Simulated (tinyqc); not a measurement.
A square-lattice strip 2 sites wide, recursive Green functions: one step of the calculation.

The device has N = 3 slices of 2 site(s), nearest-neighbour hopping -t, and site energies U; the leads are semi-infinite continuations with site energy 0. V = <i+1|H|i> = -t 1.

Question. Slice 3. Forward pass: g_1 = (E - H_1 - Sigma)^(-1), g_i = (E - H_i - V g_(i-1) V^dagger)^(-1), with Sigma also subtracted on the last slice; G_(i,1) = g_i V G_(i-1,1), starting from g_1. H_i is the block of slice i: its site energies on the diagonal and -t between neighbouring rows.

Parameters, values chosen for the exercise: hopping (matrix element -t) t = 1 eV; site energies, slice by slice (2 a slice) U = [0.13, -0.07, 0.19, 0.09, 0.05, 0.04] eV; energy E = 0.3 eV.

g_2 (1/eV):
$$\begin{pmatrix}
0.11055259-0.83997791i & 0.51889771-0.00728713i \\
0.51889771-0.00728713i & 0.02315007-0.91033899i
\end{pmatrix}$$

G_(2,1) (1/eV):
$$\begin{pmatrix}
0.46894150+0.09968470i & -0.21952111+0.84150821i \\
-0.08022882+0.91114058i & 0.47624077+0.19845831i
\end{pmatrix}$$

Sigma (eV):
$$\begin{pmatrix}
0.15000000-0.84834195i & 0.50000000+0.08840775i \\
0.50000000+0.08840775i & 0.15000000-0.84834195i
\end{pmatrix}$$

Find: g_3; G_(3,1).

Answer.

g_3 (1/eV):
$$\begin{pmatrix}
-0.0043-0.5935i & -0.0052-0.0276i \\
-0.0052-0.0276i & 0.0275-0.5685i
\end{pmatrix}$$

G_(3,1) (1/eV):
$$\begin{pmatrix}
-0.0827+0.2813i & -0.5034-0.1125i \\
-0.5160-0.0572i & -0.1503+0.2636i
\end{pmatrix}$$

tinyqc, about 0.01 s, one thread, Intel Xeon 2.30GHz (shared host): `OMP_NUM_THREADS=1 python tinyqc.py 2660124 2660125 out.jsonl`
